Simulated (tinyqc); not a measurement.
Comparisons within one model: conductance of a narrow metal strip with scatterers (square lattice, Green functions). A value that a table varies takes the place of the one given here.

A strip of W sites across with hard walls, site energy 0 and hopping -t. Mode n = 1 to W has profile chi_n(j) = sqrt(2/(W + 1)) sin(n j pi/(W + 1)) and energy en = -2t cos(n pi/(W + 1)); E = en - 2t cos(kn a). With z_n = exp(i kn a) (Im k > 0 for closed modes, |z| < 1) each lead gives the self-energy -t z_n in mode n. One column carries the site energies v, here a uniform barrier across the strip, as of a grain boundary. In the mode basis V_nm = sum_j chi_n(j) v_j chi_m(j), G = (E - en + 2 t z_n - V)^-1, and t_nm = 2t sqrt(sin(kn a) sin(km a)) G_nm in size for open modes. T = sum |t_nm|^2, conductance (2e^2/h) T.

Constants: e^2/h = 3.874045865e-05 S.

Parameters, chosen for this exercise (hopping and spacing of the size met in Cu or Al; the lattice is a model; not measured data): t = 1.89 eV (hopping); W = 5 (sites across); v = (3.7, 3.7, 3.7, 3.7, 3.7) eV (site energies in the scattering column); a = 2.57 angstrom (spacing); E = -1.12 eV (Fermi energy).

## Conductance steps with and without the scatterer

E is varied across the lower half of the band.

Against energy:
```
E/t    E (eV)  open modes       T  reflected
-3.30  -6.237           1  0.2868     0.7132
-2.95  -5.575           2  0.4454     1.5546
-2.65  -5.008           2  0.7017     1.2983
-2.30  -4.347           2  0.8657     1.1343
-1.95  -3.686           3  1.0037     1.9963
-1.65  -3.119           3  1.2431     1.7569
-1.30  -2.457           3  1.3798     1.6202
-0.95  -1.796           4  1.4758     2.5242
-0.65  -1.228           4  1.6604     2.3396
-0.30  -0.567           4  1.6963     2.3037
0.05    0.095           5  1.7990     3.2010
```

The clean strip goes from 1 to 5 open modes. The reflected flux ranges from 0.713 (E/t = -3.3) to 3.201 (E/t = 0.05). A uniform barrier reflects each mode by v^2/(v^2 + (2t sin(kn a))^2), most the slow ones just above their thresholds.

## The same scatterer in wider strips

Width (W + 1) a; the strength is the entry of v largest in size. The barrier spans the width. Added resistance (1/T - 1/M)/(2 e^2/h), M the number of open modes.

Against width:
```
W   width (angstrom)   M       T     T/M  added resistance (ohm)
3               10.3   2  0.9523  0.4761                  7100.1
4               12.8   3  1.3435  0.4478                  5304.2
5               15.4   4  1.6777  0.4194                  4466.5
6               18.0   5  1.9613  0.3923                  3999.4
8               23.1   6  2.5599  0.4267                  2890.6
10              28.3   8  3.1681  0.3960                  2460.6
14              38.5  11  4.3786  0.3981                  1774.3
20              54.0  15  6.1985  0.4132                  1221.7
```

The added resistance is 7100 ohm at W = 3 and 1221.7 at W = 20; from W = 10 to 20 it changes by a factor 0.50, where 1/M gives 0.53 and 1/M^2 gives 0.28. A barrier across the strip keeps T/M near a constant (0.40 to 0.43 for W of 8 and more), so its resistance goes as 1/width on average, with steps as modes open: resistance times width runs from 65.9 to 69.6 kohm angstrom there.

## What each change does

Open modes M, T and the added resistance (1/T - 1/M)/(2 e^2/h). Each row changes one parameter from the base and keeps the others.

Results:
```
case                                   M       T  added resistance (ohm)
base                                   4  1.6777                    4467
t = 1.966 eV                           4  1.7582                    4114
E = -0.97 eV                           4  1.6938                    4393
v = (4.81, 4.81, 4.81, 4.81, 4.81) eV  4  1.2109                    7432
```

The largest shifts from the base row, up to three for each result and ties (the steps differ in size, so this ranks the rows, not the parameters). M: unchanged at the printed digits by t, E and v. T: v -0.4668, t +0.0805, E +0.0162. added resistance (ohm): v +2966, t -352, E -73.

(tinyqc, `OMP_NUM_THREADS=1 python tinyqc.py 1452576 1452577 out.jsonl`, Intel(R) Xeon(R) Processor @ 2.30GHz, 1 thread, shared host, about 0.01 s.)
